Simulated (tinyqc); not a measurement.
# Carrier lifetime of an n-type layer with SRH, radiative, Auger and surface recombination: effect of the donor density at dn = 2e16 cm^-3

Uniform excess density dn = dp (no trapping), n = n0 + dn, p = p0 + dn, Boltzmann statistics, full ionisation. Surfaces enter as a rate 2 S dn/d, which holds while diffusion to them is fast.

ni = sqrt(Nc Nv) exp(-Eg/(2 Vt)), Eg in volts; majority density N/2 + sqrt(N^2/4 + ni^2), n0 p0 = ni^2; n1 = Nc exp(-Et/Vt), p1 = Nv exp((Et - Eg)/Vt); tn0 = 1/(sn vth Nt), tp0 = 1/(sp vth Nt). With e = n p - ni^2 = dn (n0 + p0 + dn): U_SRH = e/(tp0 (n + n1) + tn0 (p + p1)), U_rad = B e, U_Aug = (Cn n + Cp p) e, U_s = 2 S dn/d. Each tau is dn over its rate; tau = dn/U with U the sum. Here dn = 2e16 cm^-3.

Parameters, values chosen for the exercise; band and dielectric values close to those of gallium arsenide:
- T = 250 K (temperature)
- Eg = 1.43 eV (band gap)
- Nc = 3.29e17 cm^-3 (conduction-band density of states at T)
- Nv = 6.86e18 cm^-3 (valence-band density of states at T)
- B = 6.96e-10 cm^3/s (radiative coefficient)
- Cn = 3.8e-30 cm^6/s (Auger coefficient (two electrons))
- Cp = 1.3e-30 cm^6/s (Auger coefficient (two holes))
- Nt = 9.9e13 cm^-3 (trap density)
- sn = 3e-16 cm^2 (capture cross-section for electrons)
- sp = 5e-17 cm^2 (capture cross-section for holes)
- vth = 1.8e7 cm/s (thermal velocity (both carriers))
- Et = 0.46 eV (trap level below the conduction band)
- S = 4 cm/s (surface recombination velocity (both faces))
- d = 60 um (sample thickness)

Constants: q = 1.602176634e-19 C, kB = 1.380649e-23 J/K, Vt = kB T/q. Results are converted to the units shown.

The same in every row: tau_s (s) = 7.500e-4.

Results:
```
N (cm^-3),tau_SRH (s),tau_rad (s),tau_Aug (s),tau (s),radiative share (%),largest path
1e14,1.308e-5,7.148e-8,4.859e-4,7.108e-8,99.43,radiative
2e14,1.308e-5,7.113e-8,4.818e-4,7.073e-8,99.43,radiative
6e14,1.304e-5,6.975e-8,4.655e-4,6.936e-8,99.44,radiative
1e15,1.300e-5,6.842e-8,4.501e-4,6.804e-8,99.45,radiative
8e15,1.256e-5,5.131e-8,2.697e-4,5.109e-8,99.57,radiative
2e16,1.216e-5,3.592e-8,1.404e-4,3.580e-8,99.68,radiative
5e16,1.176e-5,2.053e-8,4.892e-5,2.048e-8,99.78,radiative
```

Estimate the missing row, N = 3e15 cm^-3.

Computed row:
```
N (cm^-3),tau_SRH (s),tau_rad (s),tau_Aug (s),tau (s),radiative share (%),largest path
3e15,1.285e-5,6.247e-8,3.834e-4,6.215e-8,99.49,radiative
```

With this row back in the table: Radiative recombination leads at N = 1e14 and in all other rows. tau_SRH falls from 1.31e-5 to 1.18e-5 s and the total lifetime falls from 7.11e-8 to 2.05e-8 s. Between the last two rows tau_rad goes as N^(-0.61) and tau_Aug as N^(-1.15).

tinyqc, about 0.01 s, one thread, Intel Xeon 2.30GHz (shared host): `OMP_NUM_THREADS=1 python tinyqc.py 2300114 2300115 out.jsonl`
